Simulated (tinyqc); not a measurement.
From results back to parameters: band folding and unfolding in a supercell of a chain. Three cases, with inputs chosen for the exercise.

Problem. A chain with hopping -t and site energies alternating +V, -V has E = -/+ sqrt(V^2 + 4 t^2 cos^2(ka)); the lower state has weight (1 + 2t cos(ka)/|E|)/2 on k and the rest on k + pi/a. The gap at ka = pi/2 and the full spread at k = 0 come from hidden t and V.

Find: V, t; weight of the lowest state on k = 0.

Method. The gap is 2V and the spread 2 sqrt(V^2 + 4t^2).

Case 1.

values (eV): gap 0.96000, spread at k = 0 3.49445

Solution.

V, t (eV): 0.480  0.840

weight of the lowest state on k = 0 = 0.9808

Case 2.

values (eV): gap 1.40000, spread at k = 0 3.89995

Solution.

V, t (eV): 0.700  0.910

weight of the lowest state on k = 0 = 0.9667

Case 3.

values (eV): gap 0.46000, spread at k = 0 4.10585

Solution.

V, t (eV): 0.230  1.020

weight of the lowest state on k = 0 = 0.9969

Computed by tinyqc, one run a case: `OMP_NUM_THREADS=1 python tinyqc.py N N+1 out.jsonl` with N = 1482506, 1482601, 1482726; one thread of a shared Intel(R) Xeon(R) Processor @ 2.30GHz, about 0.01 s a run at most.
